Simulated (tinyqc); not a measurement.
## Electron density from the filling shift

Inverse problem. At zero temperature the Burstein-Moss shift of one parabolic valley is (C/me + C/mh) kF^2 with kF = (3 pi^2 n)^(1/3), C = hbar^2/(2 m0). Find kF and n.

Values chosen for this exercise: electron mass me = 0.0229 m0; hole mass mh = 0.406 m0.

Constants: q = 1.602176634e-19 C, hbar = 1.054571817e-34 J s, m0 = 9.1093837015e-31 kg, hbar^2/(2 m0) = 0.0380998212 eV nm^2. Results are converted to the units shown.

filling shift = 318.06340 meV

Answer. The shift gives kF^2, and n = kF^3/(3 pi^2).

kF = 0.425 1/nm
n = 2.60e18 cm^-3

tinyqc, about 0.01 s, one thread, Intel Xeon 2.30GHz (shared host): `OMP_NUM_THREADS=1 python tinyqc.py 2330013 2330014 out.jsonl`
